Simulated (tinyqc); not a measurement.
What moves the results: round or elliptic silicon nanowire with anisotropic valleys (Ritz method). A value that a table varies takes the place of the one given here.

Wire along x = [100] on a (001) wafer, y = [010], z = [001]. Valley groups, two valleys each (w = inverse masses): A, axis along z: w_y = 1/mt, w_z = 1/ml, m_x = mt; B, axis along y: w_y = 1/ml, w_z = 1/mt, m_x = mt; C, axis along x: w_y = w_z = 1/mt, m_x = ml.

Hard wall on the ellipse (y/a)^2 + (z/b)^2 = 1, c = hbar^2/2m0. With u = y/a, v = z/b the operator is -c [(w_y/a^2) d2/du2 + (w_z/b^2) d2/dv2] on the unit disc. Basis (1 - u^2 - v^2) u^i v^j; S, X and Y are the disc integrals of f f', (df/du)(df'/du) and (df/dv)(df'/dv), from the integral of u^p v^q = 2 Gamma((p+1)/2) Gamma((q+1)/2)/((p + q + 2) Gamma((p+q+2)/2)) for even p, q; H = c (w_y X/a^2 + w_z Y/b^2).

Converged values use 21 functions of each parity class (e or o in u, then in v).

Constants: hbar^2/2m0 = 3.80998211 eV angstrom^2.

Parameters, chosen for this exercise (near those of a Si nanowire; not measured data):
- ml = 0.917 m0 (longitudinal mass)
- mt = 0.191 m0 (transverse mass)
- a = 40 angstrom (semi-axis along y)
- b = 41 angstrom (semi-axis along z)
- asp = (0.4, 0.6, 0.8, 1, 1.3, 1.8, 2.5) (ratios a/b)
- area = 51.5 nm^2 (cross-section, kept fixed)
- hw = 1 (height over mean width)

## Size of the basis

Lowest level of each group with 1, 3, 6 and 21 even functions.

Levels (meV):

| functions | A | B | C |
|---|---|---|---|
| 1 | 44.82 | 43.39 | 73.00 |
| 3 | 42.46 | 41.19 | 70.37 |
| 6 | 42.42 | 41.16 | 70.36 |
| 21 | 42.42 | 41.16 | 70.36 |

One function errs by 5.7 % for A, 5.4 % for B and 3.8 % for C, six by 0.00028, 0.0002 and 1.2e-05 meV. The error grows with the axis ratio of the stretched ellipse (2.25, 2.14, 1.02); for a circle it is 6/5.783 - 1 = 3.7 %.

## Flattening the wire at fixed area

a = sqrt(area x ratio/pi), b = a/ratio, 1 nm^2 = 100 angstrom^2; lowest level of each group.

Levels (eV):

| a/b | a (angstrom) | b (angstrom) | A | B | C |
|---|---|---|---|---|---|
| 0.4 | 25.6 | 64.0 | 0.0847 | 0.0324 | 0.0997 |
| 0.6 | 31.4 | 52.3 | 0.0603 | 0.0333 | 0.0792 |
| 0.8 | 36.2 | 45.3 | 0.0485 | 0.0370 | 0.0720 |
| 1.0 | 40.5 | 40.5 | 0.0418 | 0.0418 | 0.0704 |
| 1.3 | 46.2 | 35.5 | 0.0363 | 0.0499 | 0.0727 |
| 1.8 | 54.3 | 30.2 | 0.0327 | 0.0641 | 0.0821 |
| 2.5 | 64.0 | 25.6 | 0.0324 | 0.0847 | 0.0997 |

Each group is lowest where its stretched ellipse is a circle, at a/b = sqrt(w_y/w_z): 2.19 for A, 0.46 for B and 1.00 for C. The lowest group is B in the first row and A in the last, A and B crossing at a/b = 1 by symmetry; B - A is -52 meV in the first row and +52 meV in the last.

## Shape of the cross-section

Equal area, hard walls, lowest level of -c (w_y d2/dy2 + w_z d2/dz2), c = hbar^2/2m0. Rectangle W x H with H/W = hw; ellipse with b/a = hw; trapezoid of height H, base W/0.8 and top 0.6 of the base; isosceles triangle of height H and base 2W. Ellipse, trapezoid and triangle by converged Ritz bases; 1 nm^2 = 100 angstrom^2.

Levels:

| shape | A (eV) | B (eV) | B - A (meV) |
|---|---|---|---|
| rectangle | 0.0462 | 0.0462 | 0.0 |
| ellipse | 0.0418 | 0.0418 | 0.0 |
| trapezoid | 0.0454 | 0.0470 | 1.5 |
| triangle | 0.0409 | 0.0629 | 22.1 |

W = 71.8 angstrom
H = 71.8 angstrom

For group A the order is triangle, ellipse, trapezoid, rectangle, spanning 13 %. For group B the order is ellipse, rectangle, trapezoid, triangle, spanning 51 %. The ellipse lies below the rectangle for both groups, since corners hold little of the wave function. The triangle is lowest for A, whose light mass lies across the width and gains from the wide base. The spacing B - A of the valley groups runs from 0 to 22 meV.

## What each parameter does

Lowest level of groups A and B. Each row changes one parameter from the base and keeps the others.

Results:

| case | A (eV) | B (eV) | B - A (meV) |
|---|---|---|---|
| base | 0.0424 | 0.0412 | -1.3 |
| a = 43 angstrom | 0.0378 | 0.0400 | 2.3 |
| b = 44 angstrom | 0.0414 | 0.0368 | -4.5 |
| ml = 1.027 m0 | 0.0416 | 0.0403 | -1.3 |
| mt = 0.21 m0 | 0.0393 | 0.0382 | -1.1 |

The largest shifts from the base row, up to three for each result and ties (the steps differ in size, so this ranks the rows, not the parameters). A (eV): a -0.0046, mt -0.0031, b -0.0011. B (eV): b -0.0043, mt -0.0030, a -0.0011. B - A (meV): a +3.5, b -3.3, mt +0.1; unchanged at the printed digits by ml.

Computed by tinyqc, a small Python program: `OMP_NUM_THREADS=1 python tinyqc.py 1281189 1281190 out.jsonl` (the numbers bound the seed that draws the inputs); one thread of a shared host (Intel(R) Xeon(R) Processor @ 2.30GHz), about 0.03 s for the whole set of steps.
